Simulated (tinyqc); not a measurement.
From rigid to soft shells: rigid-ion and shell models of the dielectric response of an ionic crystal. Computed by tinyqc, a small Python program. Command: `OMP_NUM_THREADS=1 python tinyqc.py 3022191 3022192 out.jsonl shell walk`. One thread of a shared host (Intel(R) Xeon(R) Processor @ 2.30GHz), about 0.01 s of CPU time with the checks.

Charges +Z and -Z; 4 nearest neighbours, Madelung constant M = 1.638055, volume per ion pair Omega = 3.079201 d^3. Energy per pair U = -M Z^2 e2/d + 4 A exp(-d/rho), e2 = e^2/(4 pi eps_0). In the shell model the anion is a core of charge Y - Z and a massless shell of charge -Y, joined by the spring k; the repulsion acts on the shell. Each ion feels the Lorentz field E + (4 pi/3) P (Gaussian units).

Inputs (values chosen for the exercise, for a model crystal):
```
quantity                        value           unit
nearest-neighbour distance d     2.16       angstrom
ionic charge Z                      1              e
hardness d/rho                   11.3              -
cation mass                      59.8              u
anion mass                     14.007              u
shell charge size Y              2.74              e
core-shell spring k              78.3  eV/angstrom^2
cation polarisability alpha_+   0.075     angstrom^3
```

Structure: zinc blende.

Constants: e^2/(4 pi eps_0) = 14.39964548 eV angstrom; 1 eV/angstrom^3 = 160.2176634 GPa; nu for 1 eV/(angstrom^2 u) = 15.6333042 THz; 1 THz = 33.35640952 1/cm.

Method:
- Zero pressure fixes 4 A exp(-d/rho) = M Z^2 e2 rho/d^2. Then U = -(M Z^2 e2/d)(1 - rho/d), B = M Z^2 e2 (d/rho - 2)/(9 Omega d), and the spring of one sublattice against the other is R = (1/3) x (Laplacian of the repulsion summed over neighbours) = M Z^2 e2 (d/rho - 2)/(3 d^3), so R = 3 B Omega/d^2.
- With C = 4 pi Z^2 e2/(3 Omega): mu lambda_TO = R - C, mu lambda_LO = R + 2 C; eps_inf = 1 and eps_s = lambda_LO/lambda_TO.
- lambda in eV/(angstrom^2 u) gives the wavenumber 15.6333042 x 33.35640952 x sqrt(lambda); mu is the reduced mass.
- Eliminating the shell gives the anion polarisability alpha_- = Y^2 e2/(k + R), the Szigeti charge Z_S = Z - Y R/(k + R) and the softened spring R' = k R/(k + R). With b = 4 pi (alpha_+ + alpha_-)/(3 Omega): eps_inf = (1 + 2b)/(1 - b) (Clausius-Mossotti); Born charge Z* = Z_S (eps_inf + 2)/3.
- mu lambda_TO = R' - (4 pi e2/(3 Omega)) Z_S^2/(1 - b); mu lambda_LO = mu lambda_TO + 4 pi e2 Z*^2/(eps_inf Omega); eps_s = eps_inf lambda_LO/lambda_TO.

repulsive spring R = 7.25572 eV/angstrom^2

volume Omega = 31.0313 angstrom^3

omega_LO, rigid ions = 516.727 1/cm

Response against the core-shell spring:
```
k (eV/angstrom^2)  eps_inf      Z_S      Z*  omega_TO (1/cm)  omega_LO (1/cm)   eps_s
63                  1.8355  0.71702  0.9167           353.96           435.04  2.7727
78                  1.6643  0.76681  0.9366           354.42           446.38  2.6401
100                 1.5136  0.81464  0.9541           354.82           458.18  2.5240
140                 1.3678  0.86499  0.9711           355.20           471.69  2.4121
200                 1.2628  0.90408  0.9833           355.48           483.06  2.3318
310                 1.1784  0.93734  0.9931           355.71           493.42  2.2674
630                 1.1025  0.96880  1.0019           355.91           503.87  2.2097
2300                1.0502  0.99138  1.0080           356.05           511.81  2.1700
```

What follows from these numbers?

From the stiffest to the softest shell eps_inf rises from 1.05 to 1.84 and Z_S falls from 0.99 to 0.72; omega_LO moves by -15 % and omega_TO by -0.6 %. Screening by eps_inf cuts the LO frequency, which rigid ions overstate (rigid ions: 517 per cm); eps_s goes from 2.17 to 2.77.
